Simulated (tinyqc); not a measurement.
## Inductance and parasitic capacitance from two readings

Question. A loss-free coil L in parallel with C shows the apparent inductance L/(1 - w^2 L C), w = 2 pi f. Find L, C and the self-resonance 1/(2 pi sqrt(L C)).

apparent inductance at 7.5 and 17 GHz (nH): 0.83309284  1.7375546

Answer. The inverse of the reading is 1/L - w^2 C, a straight line in w^2.

L = 0.7400 nH
C = 68.00 fF
self-resonance = 22.44 GHz

Computed by the program tinyqc: `OMP_NUM_THREADS=1 python tinyqc.py 2302249 2302250 out.jsonl`, one thread of a shared Intel Xeon 2.30GHz, about 0.01 s for the whole run.
